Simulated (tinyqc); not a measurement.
Equilibrium crystal shape, supported particles, Gibbs-Thomson effect and coarsening. From one set of inputs to another, one input at a time. Computed by tinyqc, a small Python program. Command: `OMP_NUM_THREADS=1 python tinyqc.py 3017540 3017541 out.jsonl wulff ladder`. One thread of a shared host (Intel(R) Xeon(R) Processor @ 2.30GHz), about 0.1 s of CPU time with the checks.

A cubic crystal bounded by {100}, {110} and {111} facets only.

The inputs printed are set A. Inputs not listed in the table keep their values of set A, so the rows need not describe a real material.

Inputs (values chosen for the exercise, for a model cubic crystal): atomic volume Omega = 10.94 angstrom^3; atoms in the particle N = 400000; temperature T = 1125 K; precipitate interface energy gamma_i = 0.32 J/m^2; solubility x_inf at a flat interface = 0.0003; diffusivity D = 2e-16 m^2/s; mean radius at the start r0 = 19 nm; time t = 900000 s.

Surface energies: given.

surface energies gamma(100), gamma(110), gamma(111) (J/m^2): [1.91, 2.26, 1.92]

Constants: e = 1.602176634e-19 C; k_B = 8.617333262e-05 eV/K; k_B = 1.380649e-23 J/K.

Method:
- The energies and Omega are given.
- Wulff construction: the facet planes lie at distances lambda gamma from the centre, and the shape is the region inside all of them; V = (1/3) sum of area x distance. gamma_mean = sum A gamma / sum A; shape factor eta = A/V^(2/3) (4.836 for a sphere). lambda follows from V = N Omega.
- For the Wulff shape mu - mu(bulk) = 2 Omega gamma/h, with gamma and h = lambda gamma the energy and distance of any one facet plane, here (111); the vapour pressure rises by exp[(mu - mu(bulk))/(k_B T)].
- Spherical precipitates of nearly pure solute with atomic volume Omega: x(r) = x_inf exp(l/r), l = 2 gamma_i Omega/(k_B T). Diffusion-limited coarsening at small volume fraction (Lifshitz-Slyozov-Wagner): r^3 = r0^3 + K t, K = (4/9) D x_inf l; the number density falls as (r0/r)^3. The steady size distribution is assumed from the start, and D and x_inf are inputs that do not follow T.

Each row keeps all changes above it:
```
input moved                                     from       to  mu - mu(bulk) (meV)  capillary length l (nm)  number density over its start
set A                                              -        -                27.96                  0.45078                        0.38800
temperature T (K)                               1125      550                27.96                  0.92204                        0.23661
diffusivity D (m^2/s)                          2e-16  8.6e-16                27.96                  0.92204                        0.06724
time t (s)                                    900000      110                27.96                  0.92204                        0.99831
atoms in the particle N                       400000     5100               119.70                  0.92204                        0.99831
precipitate interface energy gamma_i (J/m^2)    0.32      0.2               119.70                  0.57628                        0.99894
mean radius at the start r0 (nm)                  19      9.3               119.70                  0.57628                        0.99104
solubility x_inf at a flat interface          0.0003  1.1e-05               119.70                  0.57628                        0.99967
```

mu - mu(bulk) goes from 28.0 to 120, a factor 4.28 in all. The largest single move comes from atoms in the particle N (a factor 4.28). Capillary length l goes from 0.451 to 0.576, a factor 1.28 in all. The largest single move comes from temperature T (a factor 2.05), and precipitate interface energy gamma_i works against it (a factor 0.625). Number density over its start goes from 0.388 to 1.000, a factor 2.58 in all. The largest single move comes from time t (a factor 14.8), and diffusivity D works against it (a factor 0.284). The single moves hold for this order of the switches; the total does not depend on the order.

Extremes, crossings and ranges named in words are read from the listed rows.
